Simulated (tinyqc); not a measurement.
Potential-pH (Pourbaix) lines of a metal, its cation, its oxide and an oxyanion, with a complexing ligand: one step, computed by the program tinyqc. Command: `OMP_NUM_THREADS=1 python tinyqc.py 3015046 3015047 out.jsonl pourb walk`. One thread of a shared host (Intel(R) Xeon(R) Processor @ 2.30GHz), about 0.01 s of CPU time with the checks.

Potentials are against the standard hydrogen electrode; solids and water have unit activity; dG_f of M, H+ and the electron is zero; F = e N_A and s = R T ln(10)/F. The cation carries z = 2.

Question. A complexing ligand. M2+ + 2e = M; MO + 2H+ + 2e = M + H2O; MO2(2-) + 4H+ + 2e = M + 2H2O. For each, E0 = -dG/(z F), and E = E0 + (s/z) log10 a - (s n_H/z) pH, with no activity term for the oxide. The free ligand is c_L/(1 + 10^(pKa - pH)) (ligand in excess); dissolved metal is a in all, so the free cation is a/alpha, alpha = 1 + beta [L]; the cation line drops by (s/z) log10 alpha.

Inputs (values chosen for the exercise, modelled on nickel):
```
quantity,value,unit
temperature T,298.15,K
log10 of the dissolved activity a,-5,-
pH,6.5,-
log10 of the stability constant beta of ML,7.5,-
pKa of HL,5.1,-
total ligand c_L,0.0056,mol/L
```

Species: M, M2+, MO, MO2(2-).

E0 (V): cation -0.2355280, oxide 0.1317299, oxyanion 0.9582804

s = 0.05915935 V

Give: free ligand; log10 alpha; cation line with ligand; that line less the oxide line.

Answer.

free ligand = 0.0053856 mol/L

log10 alpha = 5.2312

cation line with ligand = -0.53816 V

that line less the oxide line = -0.28536 V
